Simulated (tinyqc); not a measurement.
Electron continuity equation in a given potential, Scharfetter-Gummel discretisation: one step of the calculation.

Steady state in one dimension: J = q mu n E + q D dn/dx with E = -dpsi/dx and D = mu Vt, dJ/dx = q (n/tau - G), fixed densities nL and nR at the ends. The potential is given, psi = U x/L, and is not changed by the electrons.

Problem. Bernoulli factors. d_i = (psi_(i+1) - psi_i)/Vt; B(d) = d/(exp(d) - 1), B(0) = 1. The flux on interval i is J_i = (q D/h) [n_(i+1) B(d_i) - n_i B(-d_i)].

Inputs (values chosen for the exercise): temperature T = 300 K.

Constants: q = 1.602176634e-19 C, kB = 1.380649e-23 J/K, Vt = kB T/q. Results are converted to the units shown.

psi, node 0 to 10 (V): 0.00000000  -0.01500000  -0.03000000  -0.04500000  -0.06000000  -0.07500000  -0.09000000  -0.10500000  -0.12000000  -0.13500000  -0.15000000

Wanted: d_i; B(d_i); B(-d_i).

Solution.

```
interval      d_i  B(d_i)  B(-d_i)
0         -0.5802   1.318   0.7378
1         -0.5802   1.318   0.7378
2         -0.5802   1.318   0.7378
3         -0.5802   1.318   0.7378
4         -0.5802   1.318   0.7378
5         -0.5802   1.318   0.7378
6         -0.5802   1.318   0.7378
7         -0.5802   1.318   0.7378
8         -0.5802   1.318   0.7378
9         -0.5802   1.318   0.7378
```

The largest |d_i| is 0.580, below 2, so central differences would also keep densities positive.

Range of the model: The drift velocity mu E exceeds 1e7 cm/s somewhere, where real mobilities no longer stay constant.

Computed by the program tinyqc: `OMP_NUM_THREADS=1 python tinyqc.py 2220049 2220050 out.jsonl`, one thread of a shared Intel Xeon 2.30GHz, about 0.01 s for the whole run.
